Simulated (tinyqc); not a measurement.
What each parameter does: spherical quantum dot.

A sphere of radius R, isotropic masses, c = hbar^2/2m0, k = sqrt(mw E/c), kappa = sqrt(mb (V0 - E)/c). State n l is the spherical Bessel function j_l(k r) inside and k_l(kappa r) outside; psi and psi'/m are continuous: (k/mw) j_l'(kR)/j_l(kR) = (kappa/mb) k_l'(kappa R)/k_l(kappa R). For l = 0 this reads kR cot(kR) = 1 - (mw/mb)(1 + kappa R).

Constants: hbar^2/2m0 = 3.80998211 eV angstrom^2.

Inputs chosen for the exercise (near those of a non-polar GaN dot in AlN; the results hold for these values, not for the real material):
- R = 14 angstrom (radius)
- V0 = 1.982 eV (barrier height)
- mw = 0.201 m0 (mass inside)
- mb = 0.323 m0 (mass outside)

The lowest level 1s and its distance to V0.

One parameter was then changed.

Results before and after:

| case | E (eV) | V0 - E (eV) | k R |
|---|---|---|---|
| base | 0.5591 | 1.4229 | 2.4044 |
| changed | 0.5844 | 1.7936 | 2.4583 |

Which of these changes was made? (a) mw = 0.2211 m0; (b) V0 = 2.378 eV; (c) R = 12 angstrom; (d) mb = 0.4037 m0.

Answer: (b) V0 = 2.378 eV. Of the candidates, run in turn, only this one gives the changed row.

All candidates:

| case | E (eV) | V0 - E (eV) | k R |
|---|---|---|---|
| base | 0.5591 | 1.4229 | 2.4044 |
| R = 12 angstrom | 0.6998 | 1.2822 | 2.3058 |
| V0 = 2.378 eV | 0.5844 | 1.7936 | 2.4583 |
| mw = 0.2211 m0 | 0.5327 | 1.4493 | 2.4615 |
| mb = 0.4037 m0 | 0.5270 | 1.4550 | 2.3344 |

tinyqc: `OMP_NUM_THREADS=1 python tinyqc.py 1251669 1251670 out.jsonl`; about 0.02 s, one thread, shared Intel(R) Xeon(R) Processor @ 2.30GHz.
